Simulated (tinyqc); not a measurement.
# Polarisation charge from two barrier thicknesses

Question. VT = phiB - dEc - q sigma d/(eps0 eps_r). Find sigma, phiB - dEc and the thickness at which VT = 0.

Values chosen for this exercise:

| symbol | value | unit | meaning |
|---|---|---|---|
| eps_r | 9.4 |  | relative permittivity of barrier and channel |

Constants: q = 1.602176634e-19 C, eps0 = 8.8541878128e-14 F/cm where lengths are in cm. Results are converted to the units shown.

VT for d = 18 and 28 nm (V): [-4.8886004, -8.0533228]

Solution. VT is linear in d.

sigma = 1.644e13 cm^-2
phiB - dEc = 0.8079 V
thickness for VT = 0 = 2.553 nm

Numbers from tinyqc (`OMP_NUM_THREADS=1 python tinyqc.py 2570160 2570161 out.jsonl`; about 0.04 s on one thread of a shared Intel Xeon 2.30GHz).
